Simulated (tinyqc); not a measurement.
Global model of a low-pressure process discharge: electron temperature, density, ion flux and ion energy: one step, computed by the program tinyqc.

Maxwellian electrons with temperature T_e in eV, one positive ion, no negative ions, uniform bulk density n; rate constants have the Arrhenius form.

Task: Geometry factors. n_g = p/(k_B T_g); lambda_i = 1/(n_g sigma); h_L = 0.86/sqrt(3 + L/(2 lambda_i)), h_R = 0.8/sqrt(4 + R/lambda_i); A_eff = 2 pi R^2 h_L + 2 pi R L h_R; d_eff = pi R^2 L/A_eff.

Inputs (values chosen for the exercise, of the order of those of an inductive discharge in a simple atomic gas):
```
quantity                     value  unit
ion-neutral cross section  6.5e-19   m^2
pressure p                    0.97    Pa
gas temperature T_g            500     K
radius R                        16    cm
height L                       9.7    cm
```

Constants: k_B = 1.380649e-23 J/K.

Give: gas density n_g; ion mean free path; h_L; h_R; A_eff; d_eff.

Result:

gas density n_g = 1.4051e+20 1/m^3

ion mean free path = 1.0949 cm

h_L = 0.31551

h_R = 0.18543

A_eff = 688.32 cm^2

d_eff = 11.334 cm
